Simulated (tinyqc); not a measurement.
# One-dimensional ballistic tunnel FET, two-band WKB: effects of single changes

A p-type source for x < 0 with its Fermi level at 0 and its valence edge at ds; in the channel the bands fall as D exp(-x/lam) towards their flat values, with the conduction edge at Ec = ds - dP and D = dP + Eg. The gate moves dP one to one. The drain Fermi level lies at -Vd and the drain side reflects nothing. For w = E - Ec between 0 and dP an electron crosses the gap. Two-band dispersion with equal masses m: inside the gap kappa = sqrt(m u (1 - u/Eg)/C), u the distance from a band edge, C = hbar^2/(2 m0).

Parameters, values chosen for the exercise; band and dielectric values close to those of indium phosphide: temperature T = 300 K; band gap Eg = 1.33 eV; band-edge mass of the two-band model m = 0.093 m0; screening length of the source junction lam = 5.3 nm; source valence edge above the source Fermi level ds = 0.02 eV; drain bias Vd = 0.5 V; number of degenerate subbands (spin apart) g = 1; tunnelling window Ev(source) - Ec(channel) dP = 0.25 eV.

Constants: q = 1.602176634e-19 C, kB = 1.380649e-23 J/K, hbar = 1.054571817e-34 J s, h = 6.62607015e-34 J s, m0 = 9.1093837015e-31 kg, Vt = kB T/q, hbar^2/(2 m0) = 0.0380998212 eV nm^2. Results are converted to the units shown.

Each table varies one quantity; the others keep the values above.

## Effect of the source degeneracy

S(w) = 2 lam int_0^Eg kappa(u) du/(w + Eg - u) = 2 pi lam sqrt(m/(C Eg)) [w + Eg/2 - sqrt(w (w + Eg))], T(w) = exp(-S). I = g (2 q^2/h) int_0^dP T(w) [f(E) - f(E + Vd)] dw, E = ds - dP + w, f(x) = 1/(1 + exp(x/Vt)). Swing = d(dP)/d(log10 I).

Effect of the source degeneracy:

| ds (eV) | I (uA) | swing (mV/decade) |
|---|---|---|
| -0.05 | 7.331e-6 | 94.01 |
| 0 | 5.765e-6 | 91.83 |
| 0.05 | 2.894e-6 | 85.70 |
| 0.1 | 9.402e-7 | 76.74 |
| 0.15 | 2.234e-7 | 67.84 |
| 0.2 | 4.154e-8 | 61.23 |
| 0.25 | 6.553e-9 | 57.99 |
| 0.3 | 9.654e-10 | 57.10 |

I falls from 7.33e-6 to 9.65e-10 uA, and the swing falls from 94.0 to 57.1 mV/decade. The screening length is held fixed, though doping would change it.

## Effect of the band gap with the mass tied to it

Same model as above.

The mass follows the gap, m = 0.093 Eg/1.33 eV.

Effect of the band gap with the mass tied to it:

| Eg (eV) | T(w = dP) | I (uA) | swing (mV/decade) |
|---|---|---|---|
| 0.2 | 0.5178 | 5.125 | 315.8 |
| 0.37 | 0.1552 | 1.009 | 225.1 |
| 0.54 | 0.03304 | 0.1550 | 175.0 |
| 0.71 | 0.005557 | 0.02009 | 143.8 |
| 0.89 | 6.962e-4 | 0.002009 | 121.6 |
| 1.06 | 8.514e-5 | 2.055e-4 | 106.7 |
| 1.23 | 9.334e-6 | 1.933e-5 | 95.34 |
| 1.4 | 9.345e-7 | 1.692e-6 | 86.47 |

T(w = dP) falls from 0.518 to 9.34e-7 and I falls from 5.13 to 1.69e-6 uA; the swing falls from 316 to 86.5 mV/decade. With m/Eg fixed, S depends on the gap only through w + Eg/2 - sqrt(w (w + Eg)). For Eg = 0.2, 0.37 S at w = dP is below 2, where a WKB prefactor of 1 is a rough guess.

## Output curve

Same model as above.

Output curve:

| Vd (V) | I (uA) |
|---|---|
| 0.02 | 1.195e-6 |
| 0.09 | 3.929e-6 |
| 0.16 | 4.567e-6 |
| 0.24 | 4.646e-6 |
| 0.31 | 4.650e-6 |
| 0.38 | 4.650e-6 |
| 0.45 | 4.650e-6 |
| 0.53 | 4.650e-6 |
| 0.6 | 4.650e-6 |

What does the table show?

I rises from 1.19e-6 to 4.65e-6 uA; it reaches 95 % of the last value at Vd = 0.16 V among the rows. The drain Fermi level passes the channel conduction edge at Vd = dP - ds = 0.230 V, after which the back flow dies out. The window dP is held fixed.

## Transfer curve and swing

Same model as above.

Transfer curve and swing:

| dP (eV) | T(w = dP) | I (uA) | swing (mV/decade) |
|---|---|---|---|
| 0.0096 | 1.011e-11 | 8.968e-13 | 7.644 |
| 0.015 | 2.883e-11 | 3.584e-12 | 10.38 |
| 0.023 | 9.473e-11 | 1.644e-11 | 13.91 |
| 0.035 | 3.695e-10 | 9.049e-11 | 18.63 |
| 0.055 | 1.999e-9 | 7.298e-10 | 25.77 |
| 0.085 | 1.260e-8 | 7.011e-9 | 35.75 |
| 0.13 | 9.111e-8 | 7.975e-8 | 50.27 |
| 0.2 | 7.771e-7 | 1.125e-6 | 73.06 |
| 0.31 | 7.364e-6 | 1.853e-5 | 110.9 |
| 0.48 | 6.739e-5 | 3.036e-4 | 175.3 |

What does the table show?

I rises from 8.97e-13 to 3.04e-4 uA and the swing rises from 7.64 to 175 mV/decade. The thermionic limit is Vt ln 10 = 59.5 mV/decade; the swing stays under it up to dP = 0.13 eV among the rows, where I is 7.98e-8 uA, 0.026 % of the last row. Leakage below the onset is not in the model.

Computed by the program tinyqc: `OMP_NUM_THREADS=1 python tinyqc.py 2620046 2620047 out.jsonl`, one thread of a shared Intel Xeon 2.30GHz, about 0.01 s for the whole run.
